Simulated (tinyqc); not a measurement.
From results back to parameters: core-shell quantum dot (spherical envelope functions). Five cases, with inputs chosen for the exercise.

Problem. The lowest electron level was computed from a hidden shell thickness H.

Parabolic bands; strain and other valleys are left out. s states, u = r psi, hard wall at R + H, c = hbar^2/2m0, energies from the band edges of the core. Core: u = sin(k1 r)/k1, k1 = sqrt(m1 E/c). At R, psi and psi'/m are continuous, so u is continuous and its slope in the shell is s = u/R + (m2/m1)(u' - u/R). Shell: u(R + x) = u(R) cos(k2 x) + s sin(k2 x)/k2, k2 = sqrt(m2 (E - V)/c); for negative arguments the functions turn into sinh and cosh. A level has u(R + H) = 0.

Constants: hbar^2/2m0 = 3.80998211 eV angstrom^2.

Case 1.

Values chosen (near those of a CdTe/CdSe core-shell dot; the results hold for these values, not for the real material): R = 32 angstrom (core radius); Vc = -0.293 eV (conduction edge of the shell above that of the core); me1 = 0.103 m0 (electron, core); me2 = 0.136 m0 (electron, shell).

E_e = 0.1379683 eV

Case 2.

Values chosen (near those of an InAs/InP core-shell dot; the results hold for these values, not for the real material): R = 19 angstrom (core radius); Vc = 0.525 eV (conduction edge of the shell above that of the core); me1 = 0.029 m0 (electron, core); me2 = 0.078 m0 (electron, shell).

E_e = 0.6126003 eV

Case 3.

Values chosen (near those of an InAs/InP core-shell dot; the results hold for these values, not for the real material): R = 36 angstrom (core radius); Vc = 0.48 eV (conduction edge of the shell above that of the core); me1 = 0.029 m0 (electron, core); me2 = 0.082 m0 (electron, shell).

E_e = 0.2871791 eV

Case 4.

Values chosen (near those of a Ge/Si core-shell dot; the results hold for these values, not for the real material): R = 21 angstrom (core radius); Vc = -0.046 eV (conduction edge of the shell above that of the core); me1 = 0.119 m0 (electron, core); me2 = 0.254 m0 (electron, shell).

E_e = 0.2346957 eV

Case 5.

Values chosen (near those of a CdTe/CdSe core-shell dot; the results hold for these values, not for the real material): R = 17 angstrom (core radius); Vc = -0.283 eV (conduction edge of the shell above that of the core); me1 = 0.102 m0 (electron, core); me2 = 0.133 m0 (electron, shell).

E_e = 0.1356353 eV

Find: u(R); s; H.

Solution.

Case 1.

u(R) = 15.184 angstrom
s = -0.6461
H = 10.0 angstrom

u(R) and s follow from E_e; u(R + H) = 0 gives tan(k2 H) = -k2 u(R)/s, with the first positive root.

Case 2.

u(R) = 14.101 angstrom
s = -0.5278
H = 20.0 angstrom

u(R) and s follow from E_e; u(R + H) = 0 gives tan(k2 H) = -k2 u(R)/s, with the first positive root.

Case 3.

u(R) = 21.254 angstrom
s = -1.3959
H = 36.0 angstrom

u(R) and s follow from E_e; u(R + H) = 0 gives tanh(kappa H) = -kappa u(R)/s. The tanh is close to 1, so H is poorly fixed: the full digits of E_e are needed.

Case 4.

u(R) = 11.380 angstrom
s = -1.0955
H = 7.0 angstrom

u(R) and s follow from E_e; u(R + H) = 0 gives tan(k2 H) = -k2 u(R)/s, with the first positive root.

Case 5.

u(R) = 14.179 angstrom
s = 0.4240
H = 15.0 angstrom

u(R) and s follow from E_e; u(R + H) = 0 gives tan(k2 H) = -k2 u(R)/s, with the first positive root.

Computed by tinyqc, one run a case: `OMP_NUM_THREADS=1 python tinyqc.py N N+1 out.jsonl` with N = 1251381, 1251398, 1251459, 1251489, 1251567; one thread of a shared Intel(R) Xeon(R) Processor @ 2.30GHz, about 0.06 s a run at most.
